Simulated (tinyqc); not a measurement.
Donor binding, ionisation and the Mott limit: two steps of the calculation.

Hydrogenic donor: Ry = (m0 q^3/(8 eps0^2 h^2)) me/eps_r^2 in eV, E0 = cc Ry, radius a = q/(8 pi eps0 eps_r E0), Mott density Nm = (0.26/a)^3. Below Nm the level sinks as Ed = E0 [1 - (N/Nm)^(1/3)]. Neutrality: Nc F12(eta) = N/(1 + 2 exp(eta + Ed/kB T)), F12(x) = (2/sqrt(pi)) int_0^infinity sqrt(u)/(1 + exp(u - x)) du.

Parameters, values chosen for the exercise; band and dielectric values close to those of 4H silicon carbide:
- T = 77 K (temperature)
- eps_r = 9.89 (relative permittivity)
- me = 0.363 m0 (mass in the hydrogenic formula, set independently of Nc)
- Nc = 2.22e18 cm^-3 (conduction-band density of states at 77 K)
- cc = 2 (ratio of the true binding energy to the hydrogenic one)
- N = 2.1e19 cm^-3 (donor density)

Constants: q = 1.602176634e-19 C, kB = 1.380649e-23 J/K, eps0 = 8.8541878128e-12 F/m, h = 6.62607015e-34 J s, m0 = 9.1093837015e-31 kg, Vt = kB T/q. Results are converted to the units shown.

Question 1. Binding energy, radius and Mott density. The mean spacing of the donors is N^(-1/3).

Find: Ry; E0; a; Nm; spacing over a; Ed.

Answer 1.

Ry = 50.49 meV
E0 = 101.0 meV
a = 0.7209 nm
Nm = 4.692e19 cm^-3
spacing over a = 5.028
Ed = 23.74 meV

Question 2. Ionisation. Solve the neutrality equation for eta. Boltzmann form: with k = (Nc/2) exp(-Ed/kB T) the ionised share is [-k + sqrt(k^2 + 4 k N)]/(2 N).

Ed = 23.737989 meV

Wanted: eta; ionised share; n; ionised share, Boltzmann form.

Answer 2.

eta = -0.97072
ionised share = 3.5574 %
n = 7.4704e17 cm^-3
ionised share, Boltzmann form = 3.7702 %

With the level held at E0 the share would be 0.0114 %.

Range of the model: A sharp level with degeneracy 2 overstates freeze-out near Nm, where the impurity band broadens and merges with the conduction band.

Computed by the program tinyqc: `OMP_NUM_THREADS=1 python tinyqc.py 2330085 2330086 out.jsonl`, one thread of a shared Intel Xeon 2.30GHz, about 0.01 s for the whole run.
